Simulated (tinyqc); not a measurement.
## Capacitances against the space between lines

Endless row of lines of width wl, height tl and space sl between grounded planes at distance hd; e2 fills the gaps beside the lines, e1 the rest. Laplace's equation is solved on meshes of 3, 6 and 12 steps per unit u and extrapolated (Aitken), which is good to about 0.2 %. C_even (all lines at 1 V) is the capacitance Cg to the planes; C_odd (neighbours in antiphase) = Cg + 4 Cc if only nearest neighbours couple, which defines Cc; total with quiet neighbours Cg + 2 Cc. Plate values 2 eps0 e1 wl/hd and eps0 e2 tl/sl.

Values chosen for this exercise: relative permittivity above and below the lines e1 = 3; relative permittivity between the lines e2 = 3.9; line width, in units u wl = 6 u; line height tl = 10 u; distance to each plane hd = 4 u.

Constants: eps0 = 8.8541878128e-12 F/m. Results are converted to the units shown.

The same in every row: plate Cg (aF/um) = 79.7.

Results:
columns A: sl (u); B: Cg (aF/um); C: Cc (aF/um); D: Cg + 2 Cc (aF/um); E: C_odd (aF/um); F: plate Cc (aF/um); G: share of coupling, 2 Cc/(Cg + 2 Cc) (%)
```
A     B     C    D    E     F     G
2   104   190  484  863   173  78.4
4   126  92.0  310  494  86.3  59.4
6   144  56.8  258  372  57.6  44.1
12  183  19.0  221  259  28.8  17.2
16  197  9.88  217  237  21.6  9.11
24  210  2.73  216  221  14.4  2.53
```

Estimate the missing row, sl = 8 u.

Computed row:
columns A: sl (u); B: Cg (aF/um); C: Cc (aF/um); D: Cg + 2 Cc (aF/um); E: C_odd (aF/um); F: plate Cc (aF/um); G: share of coupling, 2 Cc/(Cg + 2 Cc) (%)
```
A    B     C    D    E     F     G
8  160  38.3  236  313  43.2  32.4
```

With this row back in the table: As sl goes from 2 to 24, Cg rises from 104 to 210 aF/um, Cc falls from 190 to 2.73 aF/um and the share of coupling falls from 78.4 to 2.53 %. Cg is 1.31 times its plate value in the first row and 2.64 times in the last; for Cc the ratios are 1.10 and 0.190. Neighbours in antiphase raise the load by a factor of 1.78 and 1.03 over quiet ones.

Numbers from tinyqc (`OMP_NUM_THREADS=1 python tinyqc.py 2790221 2790222 out.jsonl`; about 1 s on one thread of a shared Intel Xeon 2.30GHz).
